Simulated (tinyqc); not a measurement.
From results back to parameters: optical gain and spontaneous emission in a bulk direct-gap semiconductor. Three cases, with inputs chosen for the exercise.

Problem. The gain spectrum crosses zero at E0 = Eg + Fc + Fv; n = p is hidden.

F_j(eta) = (1/Gamma(j + 1)) integral_0^infinity x^j dx/(1 + exp(x - eta)), which tends to exp(eta) for eta << 0.

Quasi-Fermi levels: n = Nc F_1/2(Fc/kT) and p = Nv F_1/2(Fv/kT), Fc counted up from the conduction edge and Fv down from the valence edge; Nc, Nv from N = 2 (m kB T/(4 pi c))^(3/2) with c = hbar^2/2m0, in 1/angstrom^3; times 1e24 for 1/cm^3, with me and (mhh^(3/2) + mlh^(3/2))^(2/3).

Constants: hbar^2/2m0 = 3.80998211 eV angstrom^2; kB = 8.617333262e-05 eV/K.

Find: Fc; Fv; n.

Method. Fc + Fv rises steadily with n, so one n gives E0 - Eg; solve by bisection on ln n.

Case 1.

Values chosen (near those of GaAs; shifted at random, so the results belong to these values and not to a real crystal): Eg = 1.41 eV (direct gap); me = 0.0672 m0 (electron mass); mhh = 0.507 m0 (heavy-hole mass); mlh = 0.0832 m0 (light-hole mass); T = 350 K.

E0 = 1.52937 eV

Solution.

Fc = 0.145 eV
Fv = -0.025 eV
n = 4.6e+18 1/cm^3

Case 2.

Values chosen (near those of GaN; shifted at random, so the results belong to these values and not to a real crystal): Eg = 3.528 eV (direct gap); me = 0.1965 m0 (electron mass); mhh = 1.419 m0 (heavy-hole mass); mlh = 0.2932 m0 (light-hole mass); T = 400 K.

E0 = 3.60232 eV

Solution.

Fc = 0.119 eV
Fv = -0.044 eV
n = 1.8e+19 1/cm^3

Case 3.

Values chosen (near those of GaAs; shifted at random, so the results belong to these values and not to a real crystal): Eg = 1.426 eV (direct gap); me = 0.0647 m0 (electron mass); mhh = 0.518 m0 (heavy-hole mass); mlh = 0.0848 m0 (light-hole mass); T = 250 K.

E0 = 1.46049 eV

Solution.

Fc = 0.068 eV
Fv = -0.033 eV
n = 1.5e+18 1/cm^3

Computed by tinyqc, one run a case: `OMP_NUM_THREADS=1 python tinyqc.py N N+1 out.jsonl` with N = 1680771, 1680833, 1680851; one thread of a shared Intel(R) Xeon(R) Processor @ 2.30GHz, about 0.1 s a run at most.
